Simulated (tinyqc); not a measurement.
From results back to parameters: inversion layer as a triangular well, valleys of the Si type. Two cases, with inputs chosen for the exercise.

Problem. The spacing of the two lowest levels of one ladder was computed from a hidden sheet density Ns.

The field is taken as constant, e F = 4 pi (e^2/4 pi eps0)(Nd + eta Ns)/eps, with 1e12/cm^2 = 1e-4/angstrom^2, and the oxide as a hard wall at z = 0; c = hbar^2/2m0.

Level j of a valley lies at E_j = a_j (c (e F)^2/m_z)^(1/3) above the band edge at the surface, with the Airy zeros a_j = 2.338107, 4.087949, 5.520560, 6.786708, 7.944134, 9.022651, 10.040174, 11.008524, 11.936016, 12.828777, and has <z> = 2 E_j/(3 e F).

Constants: hbar^2/2m0 = 3.80998211 eV angstrom^2; e^2/(4 pi eps0) = 14.39964547 eV angstrom.

Case 1.

Values chosen (near those of Si; the results hold for these values, not for the real material):
- m_z = 0.2585 m0 (confinement mass)
- eps = 11.6 (dielectric constant)
- Nd = 0.27 x 1e12/cm^2 (depletion charge)
- eta = 0.5 (share of Ns in the effective field)

E_1 - E_0 = 162.3741 meV

Case 2.

Values chosen (near those of Si; the results hold for these values, not for the real material):
- m_z = 0.3203 m0 (confinement mass)
- eps = 11.9 (dielectric constant)
- Nd = 0.52 x 1e12/cm^2 (depletion charge)
- eta = 0.5 (share of Ns in the effective field)

E_1 - E_0 = 106.6724 meV

Find: F; Ns.

Solution. e F = sqrt(m_z/c) [(E_1 - E_0)/(a_1 - a_0)]^(3/2), with a_0 and a_1 the first two zeros; then Ns = (eps e F/(4 pi e^2/4 pi eps0) - Nd)/eta.

Case 1.

F = 0.7363 MV/cm
Ns = 8.90 x 1e12/cm^2

Case 2.

F = 0.4364 MV/cm
Ns = 4.70 x 1e12/cm^2

Computed by tinyqc, one run a case: `OMP_NUM_THREADS=1 python tinyqc.py N N+1 out.jsonl` with N = 1281052, 1281092; one thread of a shared Intel(R) Xeon(R) Processor @ 2.30GHz, about 0.04 s a run at most.
